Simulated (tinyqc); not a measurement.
A finite superlattice with mass mismatch, transfer matrices: one step of the calculation.

One electron of energy E comes from the left lead (band edge 0); no transverse momentum. Parabolic bands, masses in units of m0, C = hbar^2/(2 m0); psi and psi'/m are continuous at every interface. N periods of a barrier d1 followed by a well Lw; the right lead equals the left one.

Task. Transmission and reflection. The matrix M carries (psi, psi'/m) across the stack, and v = k/m in each lead. psi = 1 + r at the left edge (incident amplitude 1) and t at the right edge. With det M = 1, a = i vR M11 - M21 and b = -vL vR M12 - i vL M22: t = 2 i vL/(a - b), r = -(a + b)/(a - b), T(E) = (vR/vL) |t|^2, R(E) = |r|^2.

M^N:
```
            1           2
1   1.4322887  0.17189504
2  -18.384558  -1.5082254
```

vL = 15.275565 1/nm
vR = 15.275565 1/nm

Wanted: t; r; T(E); R(E).

Result.

t = -0.01035+0.52208i
r = 0.38649-0.76023i
T(E) = 0.27268
R(E) = 0.72732

T(E) + R(E) = 1: the current is conserved.

Range of the model: Masses are held fixed, although real bands cease to be parabolic a few tenths of an eV from their edges (inside a barrier too).

Numbers from tinyqc (`OMP_NUM_THREADS=1 python tinyqc.py 2560101 2560102 out.jsonl`; about 0.01 s on one thread of a shared Intel Xeon 2.30GHz).
